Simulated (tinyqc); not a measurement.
Surface Green function of a chain with one s and one p orbital a site, Sancho-Rubio decimation: one step of the calculation.

A semi-infinite lead of cells 0, 1, 2, ... with H0 inside a cell and H1 = <cell i|H|cell i + 1>. H1 = [[-vss, vsp], [-vsp, vpp]]. z = E + i eta.

Question. Self-energy, Dyson check and densities of states. Sigma = H1 g_s H1^dagger is what the lead adds to one more cell, and (z - H0 - Sigma)^(-1) must give g_s back. Densities of states: -Im of the diagonals over pi.

Inputs (values chosen for the exercise):
```
symbol,value,unit,meaning
E,7.96,eV,energy
eta,0.1,eV,broadening
```

H0 (eV):
```
      s     p
s  -2.1     0
p     0  1.23
```

H1 (eV):
```
       s     p
s   -2.7  1.21
p  -1.21  3.19
```

converged surface Green function g_s (1/eV):
```
                        s                       p
s  0.11319526-0.00175856i  0.02588420-0.00226532i
p  0.02588420-0.00226532i  0.23310356-0.01129003i
```

converged bulk Green function (1/eV):
```
                        s                       p
s  0.12395628-0.00198409i  0.00000000+0.00000000i
p  0.00000000+0.00000000i  0.47668638-0.06961124i
```

Wanted: Sigma; (z - H0 - Sigma)^(-1); surface density of states; bulk density of states.

Answer.

Sigma (eV):
```
              s             p
s  0.997-0.015i  1.009-0.026i
p  1.009-0.026i  2.338-0.100i
```

(z - H0 - Sigma)^(-1) (1/eV):
```
                s               p
s  0.1132-0.0018i  0.0259-0.0023i
p  0.0259-0.0023i  0.2331-0.0113i
```

```
orbital  surface density of states (1e-3 1/eV)  bulk density of states (1/eV)
s                                        0.560                        0.00063
p                                        3.594                        0.02216
```

tinyqc, about 0.02 s, one thread, Intel Xeon 2.30GHz (shared host): `OMP_NUM_THREADS=1 python tinyqc.py 2680135 2680136 out.jsonl`
